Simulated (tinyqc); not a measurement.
Self-heating of a transistor with one or more fingers, with temperature-dependent conductivity: one step, computed by the program tinyqc.

N long parallel fingers lie on the top face of a slab whose bottom is held at T_0; the top is otherwise insulated, and heat flows in two dimensions. P in W/mm is 1000 P in W/m.

Task: Correction for the falling conductivity. Kirchhoff transformation for kappa = kappa_0 (T/T_0)^-m: T = T_0 [1 - (m - 1) theta/T_0]^(-1/(m - 1)), where theta is the linear rise. The bracket vanishes at the power P T_0/((m - 1) theta).

Inputs (values chosen for the exercise, modelled on gallium nitride): exponent m in kappa ~ T^-m = 1.39; base temperature T_0 = 298 K; power per gate width P = 6.2 W/mm.

Power: power rises with temperature.

largest theta = 134.5819 K

Give: peak temperature; true rise; true rise / linear rise; power at which the formula diverges.

Result:

peak temperature = 489.7 K

true rise = 191.7 K

true rise / linear rise = 1.425

power at which the formula diverges = 35.20 W/mm

The falling conductivity adds 42.5 % to the rise.
